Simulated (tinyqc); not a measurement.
From ballistic current I back to width b: ballistic transport through the one-dimensional subbands of a rectangular nanowire or nanosheet channel. Computed by tinyqc, a small Python program. Command: `OMP_NUM_THREADS=1 python tinyqc.py 3010409 3010410 out.jsonl wire inv`. One thread of a shared host (Intel(R) Xeon(R) Processor @ 2.30GHz), about 0.07 s of CPU time with the checks.

Hard walls, parabolic subbands, transport along x. Energies are counted from the bulk conduction band edge at the top of the barrier, which the gate pulls down by U; the source Fermi level lies at the bulk edge when U = 0.

Inputs (values chosen for the exercise, modelled on silicon):
```
quantity                          value  unit
light mass m_t                     0.18   m_0
heavy mass m_l                    0.921   m_0
height a                            2.5    nm
equivalent oxide thickness t        1.8    nm
gate voltage above flat band V_G   0.51     V
drain voltage V_D                  0.01     V
temperature T                       300     K
```

Valleys: silicon [100] wire.

Constants: hbar^2/(2 m_0) = 3.80998212 eV angstrom^2; k_B = 8.617333262e-05 eV/K; m_0 = 9.1093837015e-31 kg; k_B = 1.380649e-23 J/K; hbar = 1.054571817e-34 J s; eps_0 = 8.8541878128e-12 F/m; e = 1.602176634e-19 C; h = 6.62607015e-34 J s.

Method:
- E_pq = (hbar^2 pi^2/2)(p^2/(m_y b^2) + q^2/(m_z a^2)); valley pairs: (m_x, m_y, m_z) = (m_t, m_t, m_l), (m_t, m_l, m_t), (m_l, m_t, m_t), each with degeneracy g = 2; the 10 lowest subbands are kept.
- F_j(eta) = (1/Gamma(j + 1)) int_0^infinity x^j/(1 + exp(x - eta)) dx, F_0 = ln(1 + exp(eta)). Integrals over x = E/(k_B T) use 160 Gauss-Legendre points in u = sqrt(x) from 0 to sqrt(max(eta, 0) + 32).
- With degeneracy g = 2, eta_i = (U - E_i)/(k_B T) and u = e V_D/(k_B T): line density n = sum_i g sqrt(2 m_x k_B T/pi)/(2 hbar) [F_-1/2(eta_i) + F_-1/2(eta_i - u)]; gate: e n = C_ox (V_G - U/e), C_ox = 3.9 eps_0 2 (a + b)/t (flat-plate estimate); I = (2 e k_B T/h) sum_i g [F_0(eta_i) - F_0(eta_i - u)].

Question. A run gave the result below. Find the width b, known to lie between 1.7 and 4.9 nm.

ballistic current I = 0.891439 microampere

Answer.

Each step takes the trial c = (a f_b - b f_a)/(f_b - f_a), f being the result less the target and a, b, c the logarithms of the listed values; c replaces end b, the old b replaces a if the sign of f changed, and otherwise f_a is halved.

Scan of the range:
```
width b (nm)  ballistic current I (microampere)
1.70                                    0.26250
2.03                                    0.39036
2.42                                    0.56767
2.89                                    0.82834
3.44                                    1.04089
4.11                                    1.21119
4.90                                    1.33566
```

False position (Illinois rule, in the logarithm of the input) inside the bracket:
```
step    end a    end b    trial  ballistic current I (microampere)
1     2.89000  3.44000  3.04340                           0.895368
2     2.89000  3.04340  3.02602                           0.888083
3     3.04340  3.02602  3.03401                           0.891444
4     3.02602  3.03401  3.03400                           0.891439
5     3.02602  3.03400  3.03400                           0.891439
6     3.03400  3.03400  3.03400                           0.891439
```

Ballistic current I rises at every point of a 13-point scan of the range (every second point is shown), so one value fits; it is bracketed by 2.89 and 3.44. Answer: width b = 3.034 nm.
